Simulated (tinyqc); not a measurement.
## Model parameters from four stresses

Question. The threshold shift of a transistor under bias-temperature stress follows dV = A (V/V0)^g exp[-(Ea q/kB)(1/T - 1/T0)] (t/1 s)^n. Find n, A, g and Ea.

Parameters, values chosen for the exercise:
- V0 = 2 V (reference stress voltage)
- T0 = 398 K (reference temperature)

Constants: q = 1.602176634e-19 C, kB = 1.380649e-23 J/K. Results are converted to the units shown.

dV at (V0, T0, 10 s), (V0, T0, 1000 s), (1.7 V, T0, 1000 s) and (V0, 423 K, 1000 s) (mV): 15.488166  37.153523  16.755320  43.386549

Solution. Each pair differs in one condition, and the logarithm of its ratio gives one exponent.

n = 0.1900
A = 10.00 mV
g = 4.900
Ea = 0.09000 eV

Program tinyqc, `OMP_NUM_THREADS=1 python tinyqc.py 2070144 2070145 out.jsonl`; Intel Xeon 2.30GHz, shared host, one thread, about 0.01 s.
